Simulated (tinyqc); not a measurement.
Where in the gap a trap does harm: carrier lifetime from Shockley-Read-Hall, radiative, Auger and surface recombination. Computed by tinyqc, a small Python program. Command: `OMP_NUM_THREADS=1 python tinyqc.py 3005789 3005790 out.jsonl lifetime walk`. One thread of a shared host (Intel(R) Xeon(R) Processor @ 2.30GHz), about 0.02 s of CPU time with the checks.

Energies are counted from the top of the valence band. Boltzmann statistics, full ionisation, and equal excess densities of electrons and holes.

Inputs (values chosen for the exercise, with bands modelled on CdS):
```
quantity                          value   unit
gap E_g                            2.51     eV
electron mass m_e                 0.207    m_0
valleys M_c                           1      -
hole mass m_h                     0.775    m_0
temperature T                       250      K
doping N                        1.6e+14  cm^-3
trap level E_t                    0.538     eV
trap density N_t                1.6e+13  cm^-3
electron cross-section sigma_n  9.7e-14   cm^2
hole cross-section sigma_p      6.8e-15   cm^2
```

Doping: n-type. Surface term: two equal surfaces.

Constants: m_0 = 9.1093837015e-31 kg; k_B = 1.380649e-23 J/K; h = 6.62607015e-34 J s; k_B = 8.617333262e-05 eV/K.

Method:
- N_c = 2 M_c (2 pi m_e k_B T/h^2)^(3/2) and N_v = 2 (2 pi m_h k_B T/h^2)^(3/2), masses in units of m_0.
- n_i = sqrt(N_c N_v) exp(-E_g/2 k_B T); majority density N/2 + sqrt(N^2/4 + n_i^2), minority density n_i^2 over it.
- v = sqrt(3 k_B T/m) with m_e or m_h; tau_n0 = 1/(sigma_n v_n N_t), tau_p0 = 1/(sigma_p v_p N_t); n1 = N_c exp(-(E_g - E_t)/k_B T), p1 = N_v exp(-E_t/k_B T).
- Low injection: tau = [tau_p0 (n_0 + n1) + tau_n0 (p_0 + p1)]/(n_0 + p_0). Depleted region (n = p = 0): generation lifetime tau_g = (tau_p0 n1 + tau_n0 p1)/n_i. n1 = N_c exp(-(E_g - E_t)/k_B T), p1 = N_v exp(-E_t/k_B T).

tau_p0 = 7.58917e-07 s

n_0 = 1.60e+14 cm^-3

N_c = 1.79786e+18 cm^-3

tau_n0 = 2.74958e-08 s

p_0 = 3.68142e-28 cm^-3

N_v = 1.30242e+19 cm^-3

n_i = 2.42699e-07 cm^-3

The same trap at other energies:
```
E_t (eV)  SRH lifetime (s)  generation lifetime (s)
0.151           2.7813e-06               1.3333e+15
0.376           7.5898e-07               3.8826e+10
0.628           7.5892e-07               3.2287e+05
0.878           7.5892e-07               2.9461e+00
1.130           7.5892e-07               2.4500e-05
1.255           7.5892e-07               3.5597e-07
1.380           7.5892e-07               9.3344e-05
1.632           7.5892e-07               1.1225e+01
1.882           7.5892e-07               1.2302e+06
2.133           7.5913e-07               1.4122e+11
2.359           8.4645e-06               5.0799e+15
```

What follows from these numbers?

The SRH lifetime (other channels left aside) stays within 10 % of its least value, among these rows, from E_t = 0.376 to 2.133 eV. The generation lifetime has a sharp minimum, among these rows at 1.255 eV and exactly at 1.241 eV, where tau_p0 n1 = tau_n0 p1, since generation needs two thermal jumps and the larger one rules.

Extremes, crossings and ranges named in words are read from the listed rows.
